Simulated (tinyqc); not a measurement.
Comparisons within one model: BHZ model on a square lattice (one spin block). A value that a table varies takes the place of the one given here.

h(k) = e0 + d.s with s the Pauli matrices in the basis (E, H), k in units of 1/a: dx = (A/a) sin kx, dy = (A/a) sin ky, dz = M - (2B/a^2)(2 - cos kx - cos ky), e0 = -(2D/a^2)(2 - cos kx - cos ky). The other spin block is h*(-k). For small k this is the continuum model with dz = M - B k^2.

Ribbon along x with N rows: cos ky and sin ky become hoppings between rows, block (A/a) sy/(2i) + (B/a^2) sz + D/a^2 from row n to n + 1, and the rows end at hard walls; width (N + 1) a.

Inputs chosen for the exercise (of the size used for InAs / GaSb double wells; shifted at random, so the results belong to these values and not to a real crystal): A = 0.74 eV angstrom; B = -78 eV angstrom^2; D = -23.9 eV angstrom^2; M = -0.007 eV (mass term); a = 25 angstrom (grid spacing); k = (-0.21, 0.58) 1/a (wave vector).

## Gap of the edge states against width

penetration = 200.67 angstrom
E at kx = 0 = 2.1449 meV

The two middle levels of the ribbon at kx = 0. The continuum edge state has E = -D M/B and penetration 1/Re(l1), l1 = F - sqrt(F^2 - M/B), F = |A|/(2 sqrt(B^2 - D^2)).

Edge levels:
```
N   width (nm)  lower (meV)  upper (meV)  gap (meV)
6         17.5      -11.002       26.585    37.5871
10        27.5       -1.054        7.910     8.9646
14        37.5        1.937        2.491     0.5545
20        52.5        1.033        3.072     2.0392
28        72.5        1.990        2.325     0.3350
40       102.5        2.063        2.229     0.1662
56       142.5        2.134        2.156     0.0213
```

The two edges of one spin block overlap and open a gap, 37.59 meV at 18 nm and 0.0213 meV at 142 nm, against a bulk gap 2|M| = 14.0 meV at Gamma and a penetration of 20.1 nm. Rows with a gap above 2|M| are narrower than the edge states and hold confined bulk levels. Here A^2/(4 (B^2 - D^2)) < M/B, so in the continuum model the tails oscillate and the gap can do so too, as the rows show. The mean of the pair in the widest ribbon is 2.145 meV, against 2.145 for the continuum edge.

## Through the transition

M is varied. Direct gap at Gamma 2|M|; smallest direct gap on kx = 0 to 1 in steps of 0.01; nu = 1 for M/B > 0, else 0; middle gap of a ribbon of 40 rows at kx = 0 (block (A/a) sy/(2i) + (B/a^2) sz + D/a^2 between rows, hard walls).

Against M (meV):
```
M    2|M|  smallest direct gap  nu  ribbon gap
-40  80.0                31.59   1       0.319
-25  50.0                25.03   1       0.257
-15  30.0                19.10   1       0.176
-8   16.0                13.20   1       0.064
-3    6.0                 6.00   1       0.104
3     6.0                 6.00   0       8.219
8    16.0                16.00   0      17.881
15   30.0                30.00   0      31.721
30   60.0                60.00   0      61.606
```

With B < 0, negative M is inverted. There edge states cross the bulk gap: the ribbon gap is 0.257 against 25.0 meV at M = -25 meV, and 0.104 against 6.0 at -3 meV, while for positive M confinement raises it above 2|M| (31.72 against 30 meV at M = 15 meV). For M = -40, -25, -15 and -8 meV the smallest direct gap has left Gamma, so at least one band is camel-backed.

## What each parameter does

Levels at k and dz there. Each row changes one parameter from the base and keeps the others.

Results:
```
case                      lower (meV)  upper (meV)  dz (meV)
base                          -28.776       57.151    39.302
A = 0.814 eV angstrom         -29.506       57.881    39.302
B = -85.8 eV angstrom^2       -33.049       61.424    43.933
D = -19.12 eV angstrom^2      -31.614       54.314    39.302
M = -0.002 eV                 -33.393       61.768    44.302
a = 27 angstrom               -24.269       48.596    32.697
```

The largest shifts from the base row, up to three for each result and ties (the steps differ in size, so this ranks the rows, not the parameters). lower (meV): M -4.617, a +4.507, B -4.273. upper (meV): a -8.555, M +4.617, B +4.273. dz (meV): a -6.606, M +5.000, B +4.630; unchanged at the printed digits by A and D. D shifts both levels alike and leaves the states, so it cannot change the topology while the gap stays open.

tinyqc: `OMP_NUM_THREADS=1 python tinyqc.py 1482077 1482078 out.jsonl`; about 0.1 s, one thread, shared Intel(R) Xeon(R) Processor @ 2.30GHz.
